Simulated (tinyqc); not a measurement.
Charge pumping in an n-channel transistor: two steps of the calculation.

The gate is pulsed from accumulation to inversion and back. Energies E are counted from the intrinsic level; Dit(E) = D0 [1 + b (2 E/Eg)^2]. During each edge the traps near the bands emit their carriers, and those between Eh and Ee recombine once a cycle.

Parameters, values chosen for the exercise; band and dielectric values those of a made-up semiconductor:
- T = 200 K (temperature)
- Eg = 0.994 eV (band gap)
- Nc = 1.18e19 cm^-3 (conduction-band density of states at 200 K)
- Nv = 1.12e19 cm^-3 (valence-band density of states at 200 K)
- A = 1.5 um^2 (gate area)
- D0 = 1.2e11 cm^-2 eV^-1 (trap density at midgap)
- b = 1.1 (rise of the trap density towards the band edges)
- sn = 2.6e-16 cm^2 (cross-section for electrons)
- sp = 1.4e-15 cm^2 (cross-section for holes)
- vth = 1.1e7 cm/s (thermal velocity at 200 K, one nominal value for electrons and holes)
- dV = 1.01 V (Vth - Vfb)
- Va = 2.6 V (pulse height)
- f = 6.1e5 Hz (frequency)
- tr = 33 ns (rise time)
- tf = 43 ns (fall time)

Constants: q = 1.602176634e-19 C, kB = 1.380649e-23 J/K, Vt = kB T/q. Results are converted to the units shown.

Problem 1. Emission levels. ni = sqrt(Nc Nv) exp(-Eg/(2 Vt)), Eg in volts; emission times te = (dV/Va) tf and th = (dV/Va) tr; Ee = -Vt ln(vth sn ni te), Eh = +Vt ln(vth sp ni th).

Give: ni; te; th; Ee; Eh.

Solution 1.

ni = 3.4411e6 cm^-3
te = 16.704 ns
th = 12.819 ns
Ee = 0.38828 eV
Eh = -0.36382 eV

The window covers 75.7 % of the gap.

Problem 2. Pumped charge and current. Nit = integral of Dit from Eh to Ee = D0 [Ee - Eh + 4 b (Ee^3 - Eh^3)/(3 Eg^2)], Qcp = q A Nit, Icp = f Qcp.

Ee = 0.38827567 eV
Eh = -0.36382221 eV

Give: Nit; mean Dit; traps pumped a cycle; Icp.

Solution 2.

Nit = 1.0926e11 cm^-2
mean Dit = 1.4527e11 cm^-2 eV^-1
traps pumped a cycle = 1638.9
Icp = 160.17 pA

Range of the model: The Fermi levels of inversion and accumulation are taken to lie beyond Ee and Eh, the flat tops to fill all traps, and no geometric current is added.

Numbers from tinyqc (`OMP_NUM_THREADS=1 python tinyqc.py 2030030 2030031 out.jsonl`; about 0.01 s on one thread of a shared Intel Xeon 2.30GHz).
